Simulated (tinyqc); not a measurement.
Position of the support ring: thermal and gravitational stress in a wafer during furnace and rapid thermal processing, and the onset of slip. Computed by tinyqc, a small Python program. Command: `OMP_NUM_THREADS=1 python tinyqc.py 3016023 3016024 out.jsonl slip walk`. One thread of a shared host (Intel(R) Xeon(R) Processor @ 2.30GHz), about 0.01 s of CPU time with the checks.

A thin free disc in plane stress, isotropic; T(r) = T_centre + dT (r/R)^n. Stress is positive in tension; sigma_SB = 5.670374419e-8 W/(m^2 K^4), g = 9.80665 m/s^2.

Inputs (values chosen for the exercise, modelled on silicon):
```
quantity          value        unit
wafer radius R      225          mm
thickness t         925  micrometre
Poisson ratio nu   0.27           -
density rho        2330      kg/m^3
```

Method. Own weight q = rho g t on a ring of radius b R, x = r/R: moments of an edge-supported plate, M_r = q R^2 (3 + nu)(1 - x^2)/16 and M_t = q R^2 [(3 + nu) - (1 + 3 nu) x^2]/16, less the uniform moment inside the ring load, q R^2 [(1 - nu)(1 - b^2) - 2 (1 + nu) ln b]/8; stress at the lower face = 6 M/t^2.

Stress at the lower face (MPa):
```
b      centre  radial at ring  hoop at ring  largest in size
0.40  -1.2245         -1.4699       -1.3603           1.4699
0.50  -0.6313         -1.0147       -0.8435           1.0147
0.60  -0.1216         -0.6737       -0.4272           0.6737
0.65   0.1118         -0.5361       -0.2468           0.5361
0.70   0.3346         -0.4168       -0.0813           0.4168
0.75   0.5486         -0.3140        0.0711           0.5486
0.80   0.7554         -0.2260        0.2122           0.7554
0.90   1.1524         -0.0897        0.4649           1.1524
1.00   1.5335          0.0000        0.6847           1.5335
```

Among these rows the largest stress is least, 0.417 MPa, for a ring at 0.7 R, 3.7 times below edge support: the overhang balances the sag of the centre. All values scale as R^2/t.

Extremes, crossings and ranges named in words are read from the listed rows.
